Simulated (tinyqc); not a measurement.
# Changing the temperature T

Model: Bloch-Grueneisen resistivity of a metal. Computed by tinyqc, a small Python program. Command: `OMP_NUM_THREADS=1 python tinyqc.py 3023157 3023158 out.jsonl bg sweep`. One thread of a shared host (Intel(R) Xeon(R) Processor @ 2.30GHz), about 0.01 s of CPU time with the checks.

Electrons scatter from a Debye spectrum of phonons (n = 5 for scattering within one band, n = 3 for scattering into a second, heavy band) and from static defects.

Inputs (values chosen for the exercise, modelled on gold):

| quantity | value | unit |
|---|---|---|
| exponent n | 5 | - |
| Debye temperature Theta | 170 | K |
| transport coupling lambda_tr | 0.15 | - |
| Drude plasma energy hbar w_p | 9.1 | eV |
| residual resistivity rho_0 | 0.82 | microohm cm |

Addition: none.

Constants: k_B = 1.380649e-23 J/K; hbar = 1.054571817e-34 J s; eps_0 = 8.8541878128e-12 F/m; hbar = 6.582119569e-16 eV s; k_B = 8.617333262e-05 eV/K.

Method:
- rho_ph = (n - 1) rho_1 (T/Theta)^n J_n(Theta/T), with rho_1 = 2 pi lambda_tr k_B Theta/(hbar eps_0 w_p^2), the high-temperature line at T = Theta.
- J_n(y) = int_0^y x^n e^x/(e^x - 1)^2 dx, by 96 Gauss-Legendre points (upper limit at most 60).
- Matthiessen's rule: rho = rho_0 + rho_ph.
- Temperature coefficient (1/rho) d rho/dT by a central difference of +/- 0.5 K; residual ratio rho(295 K)/rho(4.2 K); scattering time tau = 1/(eps_0 w_p^2 rho); Wiedemann-Franz kappa = L_0 T/rho, L_0 = (pi^2/3)(k_B/e)^2.

One run for each value:

| temperature T (K) | resistivity rho (microohm cm) | phonon resistivity rho_ph (microohm cm) | temperature coefficient (1e-3/K) | Wiedemann-Franz conductivity (W/(m K)) |
|---|---|---|---|---|
| 10 | 0.8204 | 4.3420e-04 | 0.2655 | 29.78 |
| 16 | 0.8244 | 4.3501e-03 | 1.5534 | 47.42 |
| 27 | 0.8583 | 3.8308e-02 | 5.7726 | 76.85 |
| 45 | 0.9828 | 1.6285e-01 | 8.2643 | 111.85 |
| 74 | 1.2281 | 4.0810e-01 | 6.8802 | 147.20 |
| 120 | 1.6043 | 7.8425e-01 | 4.9482 | 182.74 |
| 200 | 2.2212 | 1.4012e+00 | 3.4038 | 219.97 |
| 330 | 3.1909 | 2.3709e+00 | 2.3176 | 252.66 |
| 550 | 4.8088 | 3.9888e+00 | 1.5241 | 279.42 |
| 900 | 7.3688 | 6.5488e+00 | 0.9914 | 298.38 |

Over the rows, resistivity rho (microohm cm) rises from 0.820 to 7.37 (exponent d ln y / d ln x 0.010 between the first rows and 0.87 between the last); phonon resistivity rho_ph (microohm cm) rises from 4.34e-4 to 6.55 (exponent d ln y / d ln x 4.9 between the first rows and 1.0 between the last); temperature coefficient (1e-3/K) goes from 0.265 through a maximum among these rows, 8.26 at 45.0, to 0.991. At the high end the exponent of phonon resistivity rho_ph is 1.01, close to 1: the linear law of classical vibrations. At the low end the exponent of Wiedemann-Franz conductivity is 0.99, close to 1: defect scattering, constant rho.

Extremes, crossings and ranges named in words are read from the listed rows.
